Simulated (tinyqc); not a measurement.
Inside a calculation: eight-band Kane k.p model with strain. Values are carried at full precision from step to step, so a last printed digit may differ when a step is redone from the rounded ones.

Constants: hbar^2/2m0 = 3.80998211 eV angstrom^2.

Values chosen for the exercise (near those of GaSb; not measured data): Eg = 0.818 eV (gap at Gamma to the s-like level); Dso = 0.763 eV (spin-orbit splitting); Ep = 27.1 eV (Kane energy); me = 0.0387 m0 (electron mass at Gamma); g1 = 13.37 (Luttinger gamma1); g2 = 4.69 (gamma2); g3 = 6.01 (gamma3); a = 6.092 angstrom (lattice constant); a_sub = 6.234 angstrom (lattice constant of the substrate); C11 = 88.4 GPa; C12 = 40.1 GPa; C44 = 43.5 GPa; face = 001 (growth face); ac = -7.56 eV (conduction deformation potential); av = 0.8 eV (valence hydrostatic potential); b = -2.01 eV (tetragonal shear potential); d = -4.74 eV (trigonal shear potential); k = (-0.003, 0.017, 0) 1/angstrom (wave vector); kmax = 0.1 1/angstrom (end of the path).

## Derived values

P = sqrt(Ep c); A = 1/me - Ep (Eg + 2 Dso/3)/(Eg (Eg + Dso)) keeps the electron mass; g1' = g1 - Ep/(3 Eg), g2' = g2 - Ep/(6 Eg), g3' = g3 - Ep/(6 Eg) remove the coupling to S that the Luttinger values already hold; L = -c (g1' + 4 g2'), M = -c (g1' - 2 g2'), N = -6 c g3'. c = hbar^2/2m0.

P = 10.1612 eV angstrom
A = -1.9603

g1', g2', g3': 2.3268  -0.8316  0.4884

L, M, N (eV angstrom^2): 3.8084  -15.2018  -11.1648

The coupling to the valence bands supplies 27.80, against 1/me = 25.84; A makes up the difference. The diagonal terms in A and L bend towards the gap, so the set should be tested for spurious states at large k.

## Strain of a layer grown coherently on a (001) face

e_par = (a_sub - a)/a in the plane; no stress along the normal: e_perp = -2 (C12/C11) e_par; exx = eyy = e_par, ezz = e_perp, no shear.

e_par = 0.023309
e_perp = -0.021147

strain tensor in the cubic axes:
```
          x         y          z
x  0.023309  0.000000   0.000000
y  0.000000  0.023309   0.000000
z  0.000000  0.000000  -0.021147
```

The layer is under tension in the plane; its volume changes by +2.547 %.

## Strain terms

Strain (Bir-Pikus): H_SS gains ac tr(e); H_XX gains l exx + m (eyy + ezz) and H_XY gains n exy, with l = av + 2 b, m = av - b, n = sqrt(3) d. The sign of av is such that the gap moves by (ac - av) tr(e); the change of P with strain is neglected.

Form the strain terms of the Hamiltonian.

ac tr(e) = -0.19256 eV

strain block of X, Y, Z (the same for both spins) (eV), lower triangle:
```
          X         Y        Z
X  -0.06898
Y         0  -0.06898
Z         0         0  0.19909
```

## The Hamiltonian at one k

Eight-band Kane model, basis S, X, Y, Z times spin, zero of energy at the top of the unstrained valence band, c = hbar^2/2m0. Within each spin: H_SS = Eg + A c k^2, H_SX = i P kx (likewise Y, Z), H_XX = -Dso/3 + L kx^2 + M (ky^2 + kz^2), H_XY = N kx ky, and cyclic. Spin-orbit term (Dso/3) L.sigma on X, Y, Z with (L_k)_ij = -i epsilon_kij: <X+|H|Y+> = -i Dso/3, <X+|H|Z-> = Dso/3, <Y+|H|Z-> = -i Dso/3, <Z+|H|X-> = -Dso/3, <Z+|H|Y-> = i Dso/3, <X-|H|Y-> = i Dso/3, and their conjugates; + and - are the spin along z. Terms from inversion asymmetry are left out, so every level is twofold.

Fill in the matrix, adding ac tr(e) to H_SS and the strain block to X, Y, Z of each spin.

H(k) (eV), lower triangle (Hermitian):
```
          S+              X+       Y+        Z+        S-              X-
S+    0.6232
X+   0.0305i         -0.3277
Y+  -0.1727i  0.0006+0.2543i  -0.3223
Z+         0               0        0   -0.0598
S-         0               0        0         0    0.6232
X-         0               0        0   -0.2543   0.0305i         -0.3277
Y-         0               0        0  -0.2543i  -0.1727i  0.0006-0.2543i
Z-         0          0.2543  0.2543i         0         0               0

         Y-       Z-
Y-  -0.3223
Z-        0  -0.0598
```

## Levels and orbital character

Diagonalise H; the levels come in pairs. The weights are summed over spin and averaged over each pair.

levels, each twofold (eV): -0.7721  -0.0921  0.1187  0.6589

weights:
```
   pair 1  pair 2  pair 3  pair 4
S   0.006   0.029   0.009   0.956
X   0.387   0.488   0.122   0.002
Y   0.405   0.481   0.076   0.038
Z   0.202   0.002   0.793   0.003
```

The conduction pair has 4.4 % valence character at this k; the valence pair with most S character is pair 2 (2.9 %).

## Bands along [001] and [110]

The same diagonalisation at six points |k| = 0, kmax/5, ..., kmax along each direction.

Levels (eV):
```
direction  |k| (1/angstrom)   pair 1   pair 2   pair 3  pair 4
[001]                 0.000  -0.7610  -0.0690   0.1281  0.6254
[001]                 0.020  -0.7717  -0.0751   0.0696  0.6871
[001]                 0.040  -0.8045  -0.0933  -0.0576  0.8245
[001]                 0.060  -0.8613  -0.2034  -0.1237  0.9894
[001]                 0.080  -0.9446  -0.3484  -0.1663  1.1648
[001]                 0.100  -1.0561  -0.4851  -0.2210  1.3451
[110]                 0.000  -0.7610  -0.0690   0.1281  0.6254
[110]                 0.020  -0.7761  -0.0996   0.1162  0.6695
[110]                 0.040  -0.8243  -0.1758   0.0924  0.7768
[110]                 0.060  -0.9118  -0.2648   0.0646  0.9129
[110]                 0.080  -1.0420  -0.3445   0.0325  1.0595
[110]                 0.100  -1.2105  -0.4110  -0.0041  1.2085
```

At kmax the conduction band lies 136.5 meV and the top valence band 216.9 meV apart between the two directions. k.p holds near Gamma; the zone edge lies near 1 1/angstrom.

## Masses at Gamma

m*/m0 = c h^2/(E(h) - E(0)) with |k| = h = 0.0001 1/angstrom; negative values are hole-like.

Masses (m0):
```
direction  pair 1  pair 2  pair 3  pair 4
[001]      -0.143  -0.251  -0.023   0.022
[110]      -0.102  -0.048  -0.110   0.032
```

Strain has split the top two pairs at Gamma, so each has its own mass tensor; the top pair has -0.023 along [001] and -0.110 along [110].

## Checks

- Electron mass of the unstrained model by finite differences against the input me: both 0.03870.
- Heavy-hole mass along [100] against 1/(g1 - 2 g2): both 0.2506.
- Light-hole mass along [100] against 1/(g1 + 2 g2): both 0.04396.

Run: tinyqc, `OMP_NUM_THREADS=1 python tinyqc.py 1081387 1081388 out.jsonl`; Intel(R) Xeon(R) Processor @ 2.30GHz, one thread, shared host; about 0.02 s of CPU time with all checks.
